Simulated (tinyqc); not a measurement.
Penn model of the dielectric constant and Phillips ionicity, step by step. Values are carried at full precision from step to step, so a last printed digit may differ when a step is redone from the rounded ones.

n = 32/a^3; Ep^2 = 8 pi c e2 n with c = hbar^2/2m0, e2 = e^2/(4 pi eps0); EF = c (3 pi^2 n)^(2/3); eps = 1 + (Ep/Eg)^2 S with S = 1 - Eg/(4 EF) + (Eg/(4 EF))^2/3, Eg the Penn gap. Core d shells are left out.

Constants: hbar^2/2m0 = 3.80998211 eV angstrom^2; e^2/(4 pi eps0) = 14.39964547 eV angstrom.

Inputs chosen for the exercise (out of a larger set: near those of Si; not measured data): a = 5.451 angstrom (cubic lattice constant, 32 valence electrons a cell); ei = 12.32 (high-frequency dielectric constant).

## Valence electron gas

Evaluate n, Ep and EF.

n = 0.19757 1/angstrom^3
Ep = 16.505 eV
EF = 12.369 eV

## Penn gap from the dielectric constant

Start with S = 1 and repeat Eg = Ep sqrt(S/(ei - 1)) until Eg changes by less than 1e-6 eV.

Iterations:

| step | Eg in (eV) | S | Eg out (eV) |
|---|---|---|---|
| 1 | 4.9056 | 0.9041 | 4.6646 |
| 2 | 4.6646 | 0.9087 | 4.6763 |
| 3 | 4.6763 | 0.9085 | 4.6757 |
| 4 | 4.6757 | 0.9085 | 4.6758 |
| 5 | 4.6758 | 0.9085 | 4.6758 |
| 6 | 4.6758 | 0.9085 | 4.6758 |

Penn gap Eg = 4.676 eV

The factor S lowers the gap by 0.230 eV from the first estimate. The Penn gap is a mean bonding-antibonding separation, near the main peak of eps2, not the smallest gap.

## Homopolar and ionic parts

Phillips: bond length d = sqrt(3) a/4; homopolar gap Eh = 39.74 d^(-2.48) eV (d in angstrom); Eg^2 = Eh^2 + C^2; ionicity fi = C^2/Eg^2.

Split the gap; where Eg is below Eh or within 3 % of it, C is taken as zero.

d = 2.3604 angstrom
Eh = 4.723 eV
C = 0.00 eV
fi = 0.000

Eg/Eh = 0.990: the bond is covalent within the accuracy of the rule.

## Checks

- Penn gap by iteration against bisection (eV): both 4.676.

tinyqc: `OMP_NUM_THREADS=1 python tinyqc.py 1651395 1651396 out.jsonl`; about 0.01 s, one thread, shared Intel(R) Xeon(R) Processor @ 2.30GHz.
